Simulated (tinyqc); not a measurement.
Concentration-dependent dopant diffusion with charged defects and the built-in field: one step, computed by the program tinyqc. Command: `OMP_NUM_THREADS=1 python tinyqc.py 3018463 3018464 out.jsonl extrinsic walk`. One thread of a shared host (Intel(R) Xeon(R) Processor @ 2.30GHz), about 0.1 s of CPU time with the checks.

A constant source C_s feeds a half space. The dopant moves through neutral point defects and through charged ones, whose number grows with the majority carrier density n.

Problem. Intrinsic density and partial diffusivities. n_i = 3.87e16 T^1.5 exp(-7014/T) per cm^3 (T in kelvin, an empirical form); each D = prefactor x exp(-E/(k_B T)); the intrinsic diffusivity D_i is their sum. Temperatures in kelvin are T(C) + 273.15.

Inputs (values chosen for the exercise, modelled on boron in silicon):

| quantity | value | unit |
|---|---|---|
| neutral prefactor D0x | 0.0534 | cm^2/s |
| neutral activation energy E0 | 3.49 | eV |
| singly charged prefactor D01 | 0.908 | cm^2/s |
| activation energy E1 | 3.49 | eV |
| temperature T | 1050 | C |

Field enhancement: on.

Constants: k_B = 8.617333262e-05 eV/K.

Give: n_i; partial diffusivities; intrinsic diffusivity D_i.

Solution.

n_i = 9.288e+18 1/cm^3

partial diffusivities (cm^2/s): Dx 2.719e-15, D1 4.623e-14

intrinsic diffusivity D_i = 4.895e-14 cm^2/s
